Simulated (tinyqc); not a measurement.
Worked calculation: CIS and TDHF on RHF in the 6-31g basis, for H2, spin multiplicity 1. One step of it, computed by the program tinyqc.

Problem. CIS matrix, singlets. A(ia,jb) = (e_a - e_i) d_ij d_ab + 2 (ia|jb) - (ij|ab).

orbital energies (hartree): [-0.507778, 0.143816, 0.946431, 1.112858]

Two-electron integrals over orbitals (pq|rs), unique and non-zero (hartree):
```
(11|11) 0.546938    (21|21) 0.114583    (22|11) 0.440238    (22|22) 0.404928
(31|11) 0.125039    (31|22) 0.072224    (31|31) 0.089653    (32|21) 0.019720
(32|32) 0.040769    (33|11) 0.495893    (33|22) 0.408317    (33|31) 0.117824
(33|33) 0.476167    (41|21) -0.079435   (41|32) -0.054736   (41|41) 0.103078
(42|11) -0.133312   (42|22) -0.076507   (42|31) -0.081057   (42|33) -0.122680
(42|42) 0.084441    (43|21) -0.128447   (43|32) -0.048942   (43|41) 0.123328
(43|43) 0.183480    (44|11) 0.545525    (44|22) 0.447390    (44|31) 0.160905
(44|33) 0.524568    (44|42) -0.158335   (44|44) 0.602155
```

Give: CIS matrix A, singlet.

Solution.

CIS matrix A, singlet (hartree), order 1>2, 1>3, 1>4:
```
[[0.441, 0.000, -0.026],
 [0.000, 1.138, 0.000],
 [-0.026, 0.000, 1.281]]
```
